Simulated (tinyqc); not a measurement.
Surface potential of a MOS transistor: implicit equation and explicit approximations: one step of the calculation.

p-type body, charge-sheet picture, depletion and inversion only, full ionisation (an idealisation for deep acceptors), Boltzmann statistics (rough once Na exp(x - xn) passes about Nc/7). In units of Vt: xg = (Vg - Vfb)/Vt, x = psi/Vt, G = gamma/sqrt(Vt), xn = (2 phiF + Vc)/Vt. The implicit equation is (xg - x)^2 = G^2 [x - 1 + exp(x - xn)] for x above about 3. Cox = eps0 eox/tox.

Problem. Scales. ni = sqrt(Nc Nv) exp(-Eg/(2 Vt)), Eg in volts; phiF = Vt ln(Na/ni); gamma = sqrt(2 q eps0 eps_r Na)/Cox; VT = Vfb + Vt (xn + G sqrt(xn - 1)).

Inputs (values chosen for the exercise); band and dielectric values close to those of silicon:
```
symbol,value,unit,meaning
T,350,K,temperature
Eg,1.1,eV,band gap
eps_r,11.7,,relative permittivity
Nc,3.54e19,cm^-3,conduction-band density of states at T
Nv,3.36e19,cm^-3,valence-band density of states at T
eox,24.8,,relative permittivity of the gate insulator (close to zirconium oxide)
tox,4.2,nm,insulator thickness
Na,1.3e18,cm^-3,acceptor density
Vfb,-0.7,V,flat-band voltage
Vc,0,V,channel-body voltage
Vg,0.02,V,gate-body voltage
```

Constants: q = 1.602176634e-19 C, kB = 1.380649e-23 J/K, Vt = kB T/q, eps0 = 8.8541878128e-14 F/cm where lengths are in cm. Results are converted to the units shown.

Find: phiF; gamma; G; xn; VT; xg.

Solution.

phiF = 0.45113 V
gamma = 0.12565 V^0.5
G = 0.72350
xn = 29.915
VT = 0.31959 V
xg = 23.872

Numbers from tinyqc (`OMP_NUM_THREADS=1 python tinyqc.py 2122015 2122016 out.jsonl`; about 0.01 s on one thread of a shared Intel Xeon 2.30GHz).
